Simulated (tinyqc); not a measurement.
Worked calculation: self-heating of a transistor with one or more fingers, with temperature-dependent conductivity. Computed by tinyqc, a small Python program that keeps every step. Command: `OMP_NUM_THREADS=1 python tinyqc.py 3007219 3007220 out.jsonl selfheat walk`. One thread of a shared host (Intel(R) Xeon(R) Processor @ 2.30GHz), about 0.05 s of CPU time with the checks. Intermediate numbers are printed to about 6 digits and carried at full precision; extremes and crossings named in words are read from the listed rows.

N long parallel fingers lie on the top face of a slab whose bottom is held at T_0; the top is otherwise insulated, and heat flows in two dimensions. P in W/mm is 1000 P in W/m.

Inputs (values chosen for the exercise, modelled on gallium oxide):
```
quantity,value,unit
conductivity at the base temperature kappa_0,19.8,W/(m K)
exponent m in kappa ~ T^-m,1.22,-
base temperature T_0,323,K
power per gate width P,0.62,W/mm
fingers N,5,-
finger pitch s,42,micrometre
width of the heat source w,0.7,micrometre
substrate thickness t,81,micrometre
phonon free path Lambda,24,nm
heat capacity C,3.21,1e6 J/(m^3 K)
pulse length,1.6,microsecond
power coefficient beta,2,1e-3/K
```

Power: power rises with temperature.

## Geometry factors

A line source of power P on the top face raises the top at distance x by (P/(pi kappa_0)) g(x), g(x) = -ln tanh(pi x/(4 t)) (the image sum for the slab). On a strip of width w the centre sees the mean of g over the strip, g_0 = 1 + ln(8 t/(pi w)) for w much below t.

own factor g_0 = 6.68584

g(j s), j = 1..7: [0.951582, 0.397411, 0.174158, 0.076972, 0.034075, 0.015090, 0.006683]

## Linear temperature rise of each finger

theta_i = (P/(pi kappa_0)) [g_0 + sum over j != i of g(|i - j| s)], with equal powers and constant conductivity; thermal resistance = largest theta/P.

theta of each finger (K): [82.5885, 91.3059, 93.5312, 91.3059, 82.5885]

largest theta = 93.5312 K

thermal resistance = 150.857 K mm/W

The neighbours supply 29 % of the rise of the hottest finger, which runs 10.9 K above the outer ones.

## Correction for the falling conductivity

Kirchhoff transformation for kappa = kappa_0 (T/T_0)^-m: T = T_0 [1 - (m - 1) theta/T_0]^(-1/(m - 1)), where theta is the linear rise. The bracket vanishes at the power P T_0/((m - 1) theta).

peak temperature = 435.658 K

true rise = 112.658 K

true rise / linear rise = 1.20450

power at which the formula diverges = 9.73229 W/mm

The falling conductivity adds 20.4 % to the rise.

## Extra rise from ballistic phonons

Near a source smaller than the free path, Fourier's law overstates the flow. Rough estimate: a strip that emits phonons into a half space adds a resistance times area of 4 Lambda/(3 kappa_0), from the ballistic flux C v Delta T/4 with kappa_0 = C v Lambda/3, so Delta T_b = 4 Lambda P/(3 kappa_0 w); Knudsen number Lambda/w.

Knudsen number = 0.0342857

ballistic rise Delta T_b = 1.43146 K

Delta T_b / largest theta = 0.0153046

By this estimate the ballistic term is at most a fifth of the Fourier rise.

## Electrothermal feedback

The power follows P [1 + beta (T - T_0)] with T the peak temperature, for all fingers alike. Start at T_0 and repeat; stop when T changes by less than 1e-6 K, after 50 steps, or when the bracket falls below 0.05.

Iterations:
```
step,power (W/mm),T (K),change (K)
1,0.620000,435.658,1.12658e+02
2,0.759696,467.351,3.16933e+01
3,0.798996,476.770,9.41856e+00
4,0.810675,479.613,2.84352e+00
5,0.814201,480.476,8.62540e-01
6,0.815270,480.738,2.62013e-01
7,0.815595,480.818,7.96258e-02
8,0.815694,480.842,2.42015e-02
9,0.815724,480.849,7.35611e-03
10,0.815733,480.851,2.23594e-03
11,0.815736,480.852,6.79630e-04
12,0.815737,480.852,2.06579e-04
13,0.815737,480.852,6.27913e-05
14,0.815737,480.852,1.90859e-05
15,0.815737,480.852,5.80132e-06
16,0.815737,480.852,1.76336e-06
17,0.815737,480.852,5.35986e-07
```

converged (1 yes, 0 no) = 1

peak temperature with feedback = 480.852 K

Converged in 17 steps; feedback adds 45.2 K.

## Rise at the end of a pulse

After switching on, theta(tau) = (P D/kappa_0) int_0^tau X(u) Z(u) du at the hottest finger, D = kappa_0/C; X = sum over fingers at distance x of [erf((x + w/2)/r) - erf((x - w/2)/r)]/(2 w), Z = sum_(j=-200..200) (-1)^j exp(-(2 j t/r)^2)/sqrt(pi D u), r = 2 sqrt(D u); trapezoid rule on 300 points evenly spaced in ln u from u_0 = 1e-3 min(tau, w^2/D) to tau, plus the exact piece 2 sqrt(u_0/(pi D))/w below u_0. Conductivity and power are held at their base values here, and Fourier's law is used even where the diffusion length is near a phonon free path.

diffusivity D = 6.16822 micrometre^2/microsecond

diffusion length sqrt(D tau) = 3.14152 micrometre

linear rise after the pulse = 35.878 K

share of the steady rise = 0.3836

## Rise against time

The formulas are those given above.

Heating curve:
```
time (microsecond),sqrt(D time) (micrometre),rise (K),share of the steady rise
0.0011,0.0823714,4.1569,0.04444
0.011,0.260481,11.758,0.1257
0.11,0.823714,22.605,0.2417
1.1,2.60481,34.013,0.3637
11,8.23714,45.484,0.4863
53,18.0808,54.577,0.5835
210,35.9907,69.49,0.743
640,62.8304,86.227,0.9219
1600,99.3436,92.932,0.9936
```

Half the steady rise is reached between 11 and 53 microseconds, and the last row holds 99.4 % of it; the slowest time constant is 4 t^2/(pi^2 D) = 431 microseconds. While the diffusion length lies between w and the pitch or thickness, the rise grows as the logarithm of time; once it nears the pitch of 42 micrometre the neighbours add their heat.

Checks made by the program: g(s) against the alternating image sum (relative difference 1e-06); Kirchhoff integral of kappa/kappa_0 from T_0 to T (relative difference below 1e-10); long-time limit against the steady rise (relative difference 3e-05).
